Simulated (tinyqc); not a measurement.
Read current of a NAND string, cells in series solved by shooting: course of the secant iteration.

Cells in series, numbered from 0 at the source line (0 V) to the bit line, each followed by a gap resistance Rg. A cell with gate Vg, threshold VT, source Vs and drain Vd passes I = 2 nf K Vt^2 [F(Vs) - F(Vd)]/(1 + th max(Vg - VT, 0)), F(V) = ln^2(1 + exp((Vg - VT - nf V)/(2 nf Vt))). The selected cell has Vg = Vr, the others Vg = Vp.

For a trial current I start at 0 V and, cell by cell (the selected one is cell 0), solve for the drain: sqrt(F(Vd)) = sqrt(F(Vs) - I/k), k = 2 nf K Vt^2/(1 + th max(Vg - VT, 0)), Vd = [Vg - VT - 2 nf Vt ln(exp(sqrt F) - 1)]/nf, then add I Rg.

Secant steps on the end voltage less Vbl, from the two trials; a trial above the saturation current of a cell has no solution and is moved halfway to the previous trial. Stop below 1e-9 V.

Parameters, values chosen for the exercise; values of the order met in vertical NAND strings:
```
symbol,value,unit,meaning
T,300,K,temperature
K,9.7,uA/V^2,gain factor of a cell
nf,1.6,,slope factor
th,0.19,1/V,mobility reduction factor
Rg,4.6,kohm,resistance of the gap between cells
Vbl,0.5,V,bit-line voltage
Vp,5.6,V,pass voltage
Vr,1.77,V,read voltage on the selected word line
```

Constants: q = 1.602176634e-19 C, kB = 1.380649e-23 J/K, Vt = kB T/q. Results are converted to the units shown.

thresholds from the source end, cell 0 to 5 (V): 1.3  4  4  -2.3  -2.3  -2.3
first trial current = 0.41 uA
second trial current = 0.52 uA

Course of the iteration:
```
iteration    I (uA)  end voltage - Vbl (V)  halvings
1          0.588057                -0.0232         1
2          0.602676                 0.0232         0
3          0.595377               -3.16e-3         0
4          0.596254               -4.25e-4         0
5          0.596390                8.13e-6         0
6          0.596387               -2.08e-8         0
7          0.596387              -1.02e-12         0
```

Did this iteration meet its convergence test, and what does its course show?

Yes. Converged in 7 iterations to I = 0.59639 uA. The selected cell takes 53.1 % of the bit-line voltage and the gaps together 3.29 %.

Numbers from tinyqc (`OMP_NUM_THREADS=1 python tinyqc.py 2142221 2142222 out.jsonl`; about 1 s on one thread of a shared Intel Xeon 2.30GHz).
